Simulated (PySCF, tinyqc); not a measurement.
Worked calculation: CIS on RHF in the sto-3g basis, for BeH+, spin multiplicity 1. The lowest restricted solution is unstable here: a spin-polarised one lies 0.0259 hartree lower (PySCF). One step of it, computed by the program tinyqc.

Problem. CIS matrix, triplets. A(ia,jb) = (e_a - e_i) d_ij d_ab - (ij|ab).

orbital energies (hartree): MO1 -4.972533, MO2 -0.613770, MO3 -0.248628, MO4 -0.113346, MO5 -0.113346, MO6 0.032567

Two-electron integrals over orbitals (pq|rs), unique and non-zero (hartree):
```
p,q,r,s,(pq|rs)
1,1,1,1,2.275908
2,1,1,1,-0.179474
2,1,2,1,0.023197
2,2,1,1,0.445712
2,2,2,1,-0.002584
2,2,2,2,0.424050
3,1,1,1,-0.169090
3,1,2,1,0.018880
3,1,2,2,-0.012067
3,1,3,1,0.024460
3,2,1,1,0.100856
3,2,2,1,-0.005819
3,2,2,2,-0.059331
3,2,3,1,0.000978
3,2,3,2,0.083901
3,3,1,1,0.492884
3,3,2,1,-0.009499
3,3,2,2,0.335851
3,3,3,1,0.001023
3,3,3,2,0.020228
3,3,3,3,0.399911
4,1,4,1,0.015576
4,2,4,1,0.014777
4,2,4,2,0.048313
4,3,4,1,0.013542
4,3,4,2,0.036878
4,3,4,3,0.045428
4,4,1,1,0.569241
4,4,2,1,-0.006261
4,4,2,2,0.342782
4,4,3,1,-0.005951
4,4,3,2,0.054909
4,4,3,3,0.364934
4,4,4,4,0.449859
5,1,5,1,0.015576
5,2,5,1,0.014777
5,2,5,2,0.048313
5,3,5,1,0.013542
5,3,5,2,0.036878
5,3,5,3,0.045428
5,4,5,4,0.024249
5,5,1,1,0.569241
5,5,2,1,-0.006261
5,5,2,2,0.342782
5,5,3,1,-0.005951
5,5,3,2,0.054909
5,5,3,3,0.364934
5,5,4,4,0.401360
5,5,5,5,0.449859
6,1,1,1,-0.065589
6,1,2,1,0.011536
6,1,2,2,0.008162
6,1,3,1,0.000562
6,1,3,2,-0.008076
6,1,3,3,-0.012683
6,1,4,4,-0.001742
6,1,5,5,-0.001742
6,1,6,1,0.014321
6,2,1,1,0.128778
6,2,2,1,-0.000696
6,2,2,2,-0.003864
6,2,3,1,-0.008630
6,2,3,2,0.059589
6,2,3,3,-0.011260
6,2,4,4,0.069282
6,2,5,5,0.069282
6,2,6,1,0.007215
6,2,6,2,0.108958
6,3,1,1,-0.092596
6,3,2,1,0.003505
6,3,2,2,0.055844
6,3,3,1,-0.004728
6,3,3,2,-0.082115
6,3,3,3,-0.034637
6,3,4,4,-0.048244
6,3,5,5,-0.048244
6,3,6,1,0.008933
6,3,6,2,-0.062055
6,3,6,3,0.099330
6,4,4,1,0.005607
6,4,4,2,0.021768
6,4,4,3,0.003808
6,4,6,4,0.020790
6,5,5,1,0.005607
6,5,5,2,0.021768
6,5,5,3,0.003808
6,5,6,5,0.020790
6,6,1,1,0.479097
6,6,2,1,-0.002812
6,6,2,2,0.429488
6,6,3,1,-0.010518
6,6,3,2,-0.060064
6,6,3,3,0.366255
6,6,4,4,0.348808
6,6,5,5,0.348808
6,6,6,1,0.006628
6,6,6,2,-0.020563
6,6,6,3,0.051861
6,6,6,6,0.459694
```

Give: CIS matrix A, triplet.

Solution.

CIS matrix A, triplet (hartree):
```
,1>3,1>4,1>5,1>6,2>3,2>4,2>5,2>6
1>3,4.2310,0.0000,0.0000,0.0926,0.0095,0.0000,0.0000,-0.0035
1>4,0.0000,4.2899,0.0000,0.0000,0.0000,0.0063,0.0000,0.0000
1>5,0.0000,0.0000,4.2899,0.0000,0.0000,0.0000,0.0063,0.0000
1>6,0.0926,0.0000,0.0000,4.5260,-0.0035,0.0000,0.0000,0.0028
2>3,0.0095,0.0000,0.0000,-0.0035,0.0293,0.0000,0.0000,-0.0558
2>4,0.0000,0.0063,0.0000,0.0000,0.0000,0.1576,0.0000,0.0000
2>5,0.0000,0.0000,0.0063,0.0000,0.0000,0.0000,0.1576,0.0000
2>6,-0.0035,0.0000,0.0000,0.0028,-0.0558,0.0000,0.0000,0.2168
```
